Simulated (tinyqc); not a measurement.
Minority-electron transport through the base of a bipolar transistor (Moll-Ross and Kroemer integrals): one step, computed by the program tinyqc. Command: `OMP_NUM_THREADS=1 python tinyqc.py 3003803 3003804 out.jsonl base walk`. One thread of a shared host (Intel(R) Xeon(R) Processor @ 2.30GHz), about 0.01 s of CPU time with the checks.

Low injection, one dimension, x from the emitter edge (0) to the collector edge (W), s = x/W. Recombination is treated as a small correction (valid for tau_B well below tau_n), computed from the stored charge.

Problem. Gain and speed. Emitter-limited gain beta_E = G_E/G_B; recombination-limited gain beta_R = tau_n/tau_B; 1/beta = 1/beta_E + 1/beta_R; f_T from the base alone = 1/(2 pi tau_B).

Inputs (values chosen for the exercise, modelled on InP): electron lifetime tau_n = 180 ns; emitter Gummel number G_E = 6.6e+13 s/cm^4; temperature T = 300 K.

Base doping profile: uniform. Gap grading: linear. Exit of the base: infinite sink.

base Gummel number G_B = 1.764955e+12 s/cm^4

base transit time tau_B = 5.829241 ps

Give: beta_E; beta_R; current gain beta; f_T from the base alone.

Solution.

beta_E = 37.395

beta_R = 30879

current gain beta = 37.349

f_T from the base alone = 27.303 GHz

The gain is limited mainly by hole injection into the emitter (100 % of the base current).
